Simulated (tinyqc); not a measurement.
Schottky emission and Poole-Frenkel conduction in an insulator, and how to tell them apart: one step of the calculation.

Schottky emission (electrode-limited): J = As T^2 exp[-(pb - b sqrt(F))/Vt], b = sqrt(q/(4 pi eps0 ei)). Poole-Frenkel emission (bulk-limited): J = s0 F exp[-(pt - 2 b sqrt(F))/Vt]. F in V/cm.

Task. Which mechanism made these data. The data come from another sample of the same dielectric, in which one mechanism alone limits the current. Fit straight lines by least squares: ln J on sqrt(F) (Schottky plot, slope b/Vt) and ln(J/F) on sqrt(F) (Poole-Frenkel plot, slope 2 b/Vt), F in V/cm, and read a permittivity from each slope. The right mechanism gives a value near ei, and in any case between ei and es.

Inputs (values chosen for the exercise); dielectric values close to those of silicon nitride:
```
symbol  value  unit                               meaning
T         325     K                           temperature
ei       3.98        high-frequency relative permittivity
es       7.86                static relative permittivity
```

Constants: q = 1.602176634e-19 C, kB = 1.380649e-23 J/K, Vt = kB T/q, eps0 = 8.8541878128e-14 F/cm where lengths are in cm. Results are converted to the units shown.

```
point  F (MV/cm)  J (A/cm^2)
0           1.12    1.541e-8
1            1.8    1.056e-7
2           2.48    5.144e-7
3           3.15    2.001e-6
4           3.83    6.898e-6
5            4.5    2.105e-5
```

Wanted: slope of the Schottky plot; permittivity read as Schottky; slope of the Poole-Frenkel plot; permittivity read as Poole-Frenkel.

Result.

slope of the Schottky plot = 0.006792 (cm/V)^0.5
permittivity read as Schottky = 3.980
slope of the Poole-Frenkel plot = 0.005493 (cm/V)^0.5
permittivity read as Poole-Frenkel = 24.33

Both plots are nearly straight, so straightness decides nothing. Read as Schottky the data give 3.98, which matches ei = 3.98; read as Poole-Frenkel they give 24.3, above even the static value 7.86. The data were made by Schottky emission.

Computed by the program tinyqc: `OMP_NUM_THREADS=1 python tinyqc.py 2370020 2370021 out.jsonl`, one thread of a shared Intel Xeon 2.30GHz, about 0.01 s for the whole run.
